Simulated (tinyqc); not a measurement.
# Worked calculation: van der Pauw, Hall and four-point-probe measurements on a doped layer

Program tinyqc, `OMP_NUM_THREADS=1 python tinyqc.py 2850205 2850206 out.jsonl`; Intel Xeon 2.30GHz, shared host, one thread, about 0.01 s. Printed values are rounded.

A uniform n-type layer with sheet resistance Rs = 1/(q ns mu), point contacts, low field (mu B small).

Values chosen for this exercise:
- ns = 6.5e11 cm^-2 (sheet density of the layer)
- mu = 1400 cm^2/(V s) (drift mobility)
- rH = 1.1 (Hall factor)
- B = 0.5 T (magnetic field)
- I = 10 uA (current)
- ar = 1.68 (side ratio a/b of a rectangular sample with corner contacts)
- t = 43 nm (thickness of the layer)

Constants: q = 1.602176634e-19 C. Results are converted to the units shown.

## Resistances and Hall voltage

Rs = 1/(q ns mu). For a rectangle with contacts at the corners, RA = (8 Rs/pi) sum_(k>=0) ln coth((2k + 1) pi a/(2 b)) with current along a short side b and voltage along the opposite one, RB the same with a and b exchanged; Hall voltage VH = rH B I/(q ns), negative for electrons.

Rs = 6858.80 ohm/square
RA = 178.271 ohm
RB = 5558.06 ohm
VH = -5.28128 mV

RB/RA = 31.2; for a square both equal Rs ln 2/pi = 1510 ohm.

## Starting value

z = 2 ln 2/(pi (RA + RB)), exact for RA = RB.

z at the start = 0.0769257 mS

## Iteration 1: new z

The van der Pauw equation exp(-pi RA z) + exp(-pi RB z) = 1 is solved for z = 1/Rs: e1 = exp(-pi RA z), e2 = exp(-pi RB z), f = e1 + e2 - 1, f' = -pi (RA e1 + RB e2), z(new) = z - f/f'.

e1 = 0.957832
e2 = 0.261006
f = 0.218838
f' = -5.09390 kohm
z after iteration 1 = 0.119887 mS

## Iteration 2: new z

As before.

e1 = 0.935061
e2 = 0.123273
f = 0.0583340
f' = -2.67617 kohm
z after iteration 2 = 0.141684 mS

## Course of the iteration

Stop when the step is below 1e-10 mS, or after 40 iterations.

Course of the iteration:
```
iteration  z before the step (mS)  step (mS)
1                       0.0769257     0.0430
2                        0.119887     0.0218
3                        0.141684    4.01e-3
4                        0.145690    1.08e-4
5                        0.145798    7.48e-8
6                        0.145798   3.60e-14
```

Converged in 6 iterations.

## Sheet density, mobility and bulk values

converged z = 0.145798 mS

Rs = 1/z; Hall sheet density B I/(q |VH|); Hall mobility |VH|/(Rs B I); true values ns = rH times the Hall density, mu = Hall mobility/rH; bulk density ns/t, resistivity Rs t; correction factor F = Rs/[(pi/ln 2)(RA + RB)/2].

Rs = 6858.80 ohm/square
Hall sheet density = 5.90909e11 cm^-2
Hall mobility = 1540 cm^2/(V s)
ns = 6.5e11 cm^-2
mu = 1400 cm^2/(V s)
bulk density = 1.51163e17 cm^-3
resistivity = 0.0294928 ohm cm
F = 0.527618

Taking the mean of RA and RB without F would overstate Rs by 90 %.
